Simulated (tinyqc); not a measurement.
# Potential step from the flux

Inverse problem. On one interval J = (q mu Vt/hx) [nb B(d) - na B(-d)], B(d) = d/(exp(d) - 1), d = (psi_b - psi_a)/Vt. Find psi_b - psi_a, and the step at which J would vanish.

Values chosen for this exercise: temperature T = 300 K; electron mobility mu = 4970 cm^2/(V s); density at the left node na = 6.2e14 cm^-3; density at the right node nb = 1.2e13 cm^-3; node spacing hx = 22 nm.

Constants: q = 1.602176634e-19 C, kB = 1.380649e-23 J/K, Vt = kB T/q. Results are converted to the units shown.

J = -1541.6827 A/cm^2

Solution. B(d) falls and B(-d) rises with d, so J falls steadily with the step and one value matches. J = 0 needs nb/na = exp(d), the Boltzmann ratio.

psi_b - psi_a = -0.05200 V
step for J = 0 = -0.1020 V

Computed by the program tinyqc: `OMP_NUM_THREADS=1 python tinyqc.py 2220021 2220022 out.jsonl`, one thread of a shared Intel Xeon 2.30GHz, about 0.01 s for the whole run.
